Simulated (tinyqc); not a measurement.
# Tunnelling through a gate dielectric, WKB transmission and Tsu-Esaki current: dielectrics compared at equal EOT

Electrons leave the emitter at x = 0. Energies E (motion across the layers) are in eV from the emitter Fermi level; the collector Fermi level lies at -V and offers states at every E. No charge in the dielectric and no image force: F1 = V/t1, U = phi1 - F1 x. With C = hbar^2/(2 m0), kappa = sqrt(m (U - E)/C) where U > E and 0 elsewhere; T(E) = exp(-S), S = 2 times the integral of kappa over x.

A single layer of thickness t1 = EOT eps_r/3.9 for each dielectric, at V = 1.2 V. Each layer adds (2/F) sqrt(m/C) [G(u at its left edge) - G(u at its right edge)] to S, with u = U - E (0 where negative) and G(u) = (2/3) u^1.5. J = J0 times the integral of T(E) N(E) dE, N = ln[(1 + exp(-E/Vt))/(1 + exp((-E - V)/Vt))], J0 = q^2 me m0 kB T/(2 pi^2 hbar^3) (times 1e-4 for A/cm^2 per eV), from E = -Ef to far above the barrier (T = 1 there), by quadrature converged to the digits shown.

Values chosen for this exercise:

| symbol | value | unit | meaning |
|---|---|---|---|
| T | 300 | K | temperature |
| Ef | 0.17 | eV | Fermi energy of the emitter above its band bottom |
| me | 0.92 | m0 | emitter mass in the supply function |
| EOT | 1.7 | nm | equivalent oxide thickness |

Constants: q = 1.602176634e-19 C, kB = 1.380649e-23 J/K, hbar = 1.054571817e-34 J s, m0 = 9.1093837015e-31 kg, Vt = kB T/q, hbar^2/(2 m0) = 0.0380998212 eV nm^2. Results are converted to the units shown.

Dielectrics (values chosen for the exercise, close to those of the materials named):

|  | eps_r | phi1 (eV) | m1 (m0) |
|---|---|---|---|
| silicon dioxide | 3.74 | 3.18 | 0.51 |
| silicon nitride | 7.81 | 2.14 | 0.52 |
| aluminium oxide | 8.95 | 2.49 | 0.41 |
| hafnium oxide | 21.3 | 1.57 | 0.2 |
| zirconium oxide | 26.2 | 1.4 | 0.24 |

Leakage at equal EOT:

|  | t1 (nm) | S at E = 0 | J (A/cm^2) | eps_r sqrt(m1 phi1) |
|---|---|---|---|---|
| silicon dioxide | 1.630 | 19.12 | 0.7956 | 4.763 |
| silicon nitride | 3.404 | 31.01 | 3.141e-6 | 8.239 |
| aluminium oxide | 3.901 | 35.04 | 5.978e-8 | 9.043 |
| hafnium oxide | 9.285 | 41.18 | 7.500e-11 | 11.94 |
| zirconium oxide | 11.42 | 49.91 | 2.525e-12 | 15.19 |

What does the comparison show?

From the lowest current to the highest: zirconium oxide, hafnium oxide, aluminium oxide, silicon nitride, silicon dioxide; the span is 11.5 decades. The figure eps_r sqrt(m1 phi1), to which S is proportional at low voltage, gives the same order.

Computed by the program tinyqc: `OMP_NUM_THREADS=1 python tinyqc.py 2540077 2540078 out.jsonl`, one thread of a shared Intel Xeon 2.30GHz, about 0.01 s for the whole run.
